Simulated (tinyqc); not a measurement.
Coupled-perturbed Hartree-Fock on RHF in the sto-3g basis, for BeH2, spin multiplicity 1, step by step (part 2 of 2). Computed by tinyqc, a small Python program that keeps every step (integrals from PySCF). Command: `OMP_NUM_THREADS=1 python tinyqc.py 28861 28862 out.jsonl` (the two numbers bound the seeds that draw the settings). One thread of a shared host (Intel(R) Xeon(R) Processor @ 2.60GHz), about 0.1 s of CPU time with the checks.

Geometry (angstrom):
```
atom         x          y         z
Be    0.000000   0.000000  0.000000
H     0.000000   1.505000  0.049000
H     0.000000  -1.497000  0.049000
```

## Coupled step 2

U after step 1:
```
           i1         i2         i3
a4   0.000002   0.001296  -0.111304
a5   0.000000   0.000000   0.000000
a6  -0.000165  -0.026921   1.939769
a7  -0.029204   0.633424   0.006026
```

dipole integrals <a|y|i> (bohr):
```
           i1         i2         i3
a4  -0.000014  -0.000678   0.057556
a5   0.000000   0.000000   0.000000
a6   0.000920   0.017793  -1.289571
a7   0.136325  -0.669514  -0.007274
```

orbital energies (hartree): MO1 -4.529214, MO2 -0.428340, MO3 -0.387287, MO4 0.213266, MO5 0.213877, MO6 0.384758, MO7 0.758467

Given earlier and not repeated: Two-electron integrals over orbitals (pq|rs).

U_ai = -(mu_ai + sum_bj [4 (ai|bj) - (ab|ij) - (aj|bi)] U_bj) / (e_a - e_i); alpha = -4 sum U_ai mu_ai.

U after step 2:
```
           i1         i2         i3
a4   0.000002   0.001331  -0.113845
a5   0.000000   0.000000   0.000000
a6  -0.000164  -0.027888   1.984115
a7  -0.029554   0.640258   0.005887
```

polarisability = 11.993760 bohr^3

## Coupled polarisability

Repeat until U stops changing; compare with -d2E/dF2.

Course of the coupled iterations:
```
step  alpha (bohr^3)
0          10.164686
1          11.745869
2          11.993760
3          12.033043
4          12.039359
5          12.040394
6          12.040568
7          12.040598
8          12.040603
9          12.040604
10         12.040604
11         12.040604
12         12.040604
13         12.040604
```

coupled polarisability = 12.040604 bohr^3

finite-field check, fields of +/-0.001 au = 12.040629 bohr^3
